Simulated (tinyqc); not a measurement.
Bloch-Grueneisen resistivity of a metal: one step, computed by the program tinyqc.

Electrons scatter from a Debye spectrum of phonons (n = 5 for scattering within one band, n = 3 for scattering into a second, heavy band) and from static defects.

Question. Total resistivity and derived numbers. J_n(y) = int_0^y x^n e^x/(e^x - 1)^2 dx, by 96 Gauss-Legendre points (upper limit at most 60). rho_ph = (n - 1) rho_1 (T/Theta)^n J_n(Theta/T), with rho_1 = 2 pi lambda_tr k_B Theta/(hbar eps_0 w_p^2), the high-temperature line at T = Theta. Matthiessen's rule: rho = rho_0 + rho_ph. Temperature coefficient (1/rho) d rho/dT by a central difference of +/- 0.5 K; residual ratio rho(295 K)/rho(4.2 K); scattering time tau = 1/(eps_0 w_p^2 rho); Wiedemann-Franz kappa = L_0 T/rho, L_0 = (pi^2/3)(k_B/e)^2.

Inputs (values chosen for the exercise, modelled on platinum):
```
quantity                      value         unit
exponent n                        3            -
Debye temperature Theta         204            K
transport coupling lambda_tr   0.49            -
Drude plasma energy hbar w_p    7.2           eV
residual resistivity rho_0      1.5  microohm cm
temperature T                    77            K
```

Addition: none.

Constants: k_B = 1.380649e-23 J/K; hbar = 1.054571817e-34 J s; eps_0 = 8.8541878128e-12 F/m; hbar = 6.582119569e-16 eV s; k_B = 8.617333262e-05 eV/K.

Give: resistivity rho; temperature coefficient; residual resistance ratio; scattering time; Wiedemann-Franz conductivity.

Answer.

resistivity rho = 3.738 microohm cm

temperature coefficient = 11.63 1e-3/K

residual resistance ratio = 8.330

scattering time = 25.25 fs

Wiedemann-Franz conductivity = 50.32 W/(m K)

Caution: below about Theta/2 small-angle phonon scattering degrades heat flow more than charge flow, so a thermal conductivity taken from rho by the Wiedemann-Franz law would be too high.
